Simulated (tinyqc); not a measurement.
BCS gap equation with a constant attraction inside the Debye window: one step, computed by the program tinyqc.

Pairs attract with strength V for |xi| < k_B Theta; N(0) is the density of states for one spin. Energies are given as temperatures (E/k_B, in K) unless marked.

Problem. Lengths and fields. xi_0 = hbar v_F/(pi Delta_0); lambda_L = sqrt(m_0 eps_0 c^2/(n e^2)); N(0) = 3 n/(2 m_0 v_F^2) for one spin; condensation energy N(0) Delta_0^2/2 = B_c^2/(2 mu_0), mu_0 = 1/(eps_0 c^2); with scattering lambda = lambda_L sqrt(1 + xi_0/l) in the local limit (where xi_0 and l both exceed lambda, nonlocal response makes the true depth larger); Ginzburg-Landau kappa = 0.96 lambda_L/xi_0 + 0.72 lambda_L/l. Free-electron mass throughout; heavier carriers, as in niobium or vanadium, give a larger lambda_L and kappa and can make the metal type II.

Inputs (values chosen for the exercise, modelled on niobium):
```
quantity                  value      unit
Debye temperature Theta     277         K
Fermi velocity v_F       330000       m/s
electron density n         5.78  1e28/m^3
mean free path l            240        nm
```

Solver: secant.

Delta_0 = 16.39395 K

Constants: hbar = 1.054571817e-34 J s; k_B = 1.380649e-23 J/K; m_0 = 9.1093837015e-31 kg; eps_0 = 8.8541878128e-12 F/m; c = 299792458 m/s; e = 1.602176634e-19 C.

Give: coherence length xi_0; London depth lambda_L; critical field B_c(0); depth with scattering; Ginzburg-Landau kappa.

Solution.

coherence length xi_0 = 48.94 nm

London depth lambda_L = 22.10 nm

critical field B_c(0) = 237.2 mT

depth with scattering = 24.25 nm

Ginzburg-Landau kappa = 0.4999

Kappa lies below 1/sqrt(2): type I, and l is comparable with xi_0, between the clean and dirty limits.
